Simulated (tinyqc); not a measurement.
From results back to parameters: parabolic quantum dot in a magnetic field (Fock-Darwin). Three cases, with inputs chosen for the exercise.

Problem. The two far-infrared modes of a parabolic dot are W +/- wc/2 with W = sqrt(w0^2 + wc^2/4) and hbar wc = 2 muB B/m. They were computed from hidden w0 and m.

Constants: muB = 5.788381798e-05 eV/T.

Find: hbar wc; m; hbar w0.

Method. Their difference is hbar wc and their product (hbar w0)^2.

Case 1.

Values chosen (out of a larger set: near those of a gate-defined dot in GaAs; not measured data): B = 3.07 T (magnetic field).

modes (meV): 8.35150  3.23774

Solution.

hbar wc = 5.114 meV
m = 0.0695 m0
hbar w0 = 5.20 meV

Case 2.

Values chosen (out of a larger set: near those of a gate-defined dot in InAs; not measured data): B = 0.38 T (magnetic field).

modes (meV): 5.75704  4.34251

Solution.

hbar wc = 1.415 meV
m = 0.0311 m0
hbar w0 = 5.00 meV

Case 3.

Values chosen (out of a larger set: near those of a gate-defined dot in InAs; not measured data): B = 0.15 T (magnetic field).

modes (meV): 2.12174  1.52705

Solution.

hbar wc = 0.595 meV
m = 0.0292 m0
hbar w0 = 1.80 meV

Computed by tinyqc, one run a case: `OMP_NUM_THREADS=1 python tinyqc.py N N+1 out.jsonl` with N = 1251139, 1251394, 1251422; one thread of a shared Intel(R) Xeon(R) Processor @ 2.30GHz, about 0.08 s a run at most.
